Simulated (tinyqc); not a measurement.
## p-n diode with diffusion and depletion-layer recombination: currents and ideality against junction voltage

Abrupt junction in the depletion approximation, low injection, full ionisation, neutral widths fixed, ohmic contact on the p side. Vj is the junction voltage; where a series resistance Rs is given, V = Vj + J Rs is the terminal voltage.

ni = sqrt(Nc Nv) exp(-Eg/(2 Vt)), Eg in volts; D = mu Vt; Ln = sqrt(Dn tn), Lp = sqrt(Dp tp); J0n = q ni^2 Dn coth(wp/Ln)/(Ln Na); J0p = (q ni^2 Dp/(Lp Nd)) (s + tanh(wn/Lp))/(1 + s tanh(wn/Lp)), s = Sp Lp/Dp. J_diff = (J0n + J0p)(exp(Vj/Vt) - 1). Vbi = Vt ln(Na Nd/ni^2), W = sqrt(2 eps0 eps_r (Vbi - Vj)(1/Na + 1/Nd)/q), xp = W Nd/(Na + Nd), xn = W Na/(Na + Nd); u(x) = q Na (x + xp)^2/(2 eps0 eps_r) for x < 0 and Vbi - Vj - q Nd (xn - x)^2/(2 eps0 eps_r) for x > 0; p = Na exp(-u/Vt), n = Nd exp((u - Vbi + Vj)/Vt); U = ni^2 (exp(Vj/Vt) - 1)/(tp (n + ni exp(Et/Vt)) + tn (p + ni exp(-Et/Vt))); J_scr = q times the integral of U from -xp to xn. J = J_diff + J_scr. Ideality = (1/Vt) dVj/d ln J or (1/Vt) dV/d ln J; last column ni^2 exp(Vj/Vt)/N^2.

Inputs (values chosen for the exercise); band and dielectric values close to those of silicon:
- T = 300 K (temperature)
- Eg = 1.1 eV (band gap)
- eps_r = 11.5 (relative permittivity)
- Nc = 2.77e19 cm^-3 (conduction-band density of states at T)
- Nv = 2.67e19 cm^-3 (valence-band density of states at T)
- Na = 1.7e16 cm^-3 (acceptor density)
- Nd = 4.4e17 cm^-3 (donor density)
- mun = 1100 cm^2/(V s) (electron mobility in the p side)
- mup = 180 cm^2/(V s) (hole mobility in the n side)
- tn = 3e-6 s (electron lifetime)
- tp = 5e-7 s (hole lifetime)
- wp = 0.21 um (neutral width of the p side)
- wn = 290 um (neutral width of the n side)
- Sp = 40000 cm/s (recombination velocity at the n contact)
- Rs = 0.0016 ohm cm^2 (series resistance)
- Et = 0.03 eV (trap level above the intrinsic level)

Constants: q = 1.602176634e-19 C, kB = 1.380649e-23 J/K, Vt = kB T/q, eps0 = 8.8541878128e-14 F/cm where lengths are in cm. Results are converted to the units shown.

Result of one run:
columns A: Vj (V); B: J_diff (A/cm^2); C: J_scr (A/cm^2); D: J (A/cm^2); E: V (V); F: ideality against Vj; G: ideality against V; H: minority/doping, lighter side
```
A            B         C         D       E      F      G         H
0.31  5.053e-4  9.701e-7  5.063e-4  0.3100  1.001  1.001  1.370e-7
```

What becomes of these results when the junction voltage at which recombination is evaluated Vj is changed from 0.31 to 0.54 V, all else the same?

Result of the changed run:
columns A: Vj (V); B: J_diff (A/cm^2); C: J_scr (A/cm^2); D: J (A/cm^2); E: V (V); F: ideality against Vj; G: ideality against V; H: minority/doping, lighter side
```
A         B         C      D       E      F      G         H
0.54  3.693  1.235e-4  3.693  0.5459  1.000  1.229  0.001001
```

The whole series:
columns A: Vj (V); B: J_diff (A/cm^2); C: J_scr (A/cm^2); D: J (A/cm^2); E: V (V); F: ideality against Vj; G: ideality against V; H: minority/doping, lighter side
```
A            B         C         D       E      F      G         H
0.2   7.169e-6  1.019e-7  7.270e-6  0.2000  1.006  1.006  1.944e-9
0.26  7.304e-5  3.481e-7  7.339e-5  0.2600  1.002  1.002  1.980e-8
0.31  5.053e-4  9.701e-7  5.063e-4  0.3100  1.001  1.001  1.370e-7
0.37  0.005146  3.344e-6  0.005150  0.3700  1.000  1.001  1.395e-6
0.42   0.03560  9.481e-6   0.03561  0.4201  1.000  1.002  9.652e-6
0.48    0.3626  3.373e-5    0.3626  0.4806  1.000  1.022  9.830e-5
0.54     3.693  1.235e-4     3.693  0.5459  1.000  1.229  0.001001
0.59     25.55  3.751e-4     25.55  0.6309  1.000  2.581  0.006926
0.65     260.2  0.001469     260.2   1.066  1.000  17.10   0.07054
```

The ideality against Vj falls from 1.01 to 1.00. Diffusion is the larger current in every row. J_scr alone has an ideality of 1.89 between the first two rows and 1.70 between the last two. From Vj = 0.54 V the series resistance raises the terminal ideality by over a tenth; there J Rs = 0.23 Vt.

Computed by the program tinyqc: `OMP_NUM_THREADS=1 python tinyqc.py 2260028 2260029 out.jsonl`, one thread of a shared Intel Xeon 2.30GHz, about 0.01 s for the whole run.
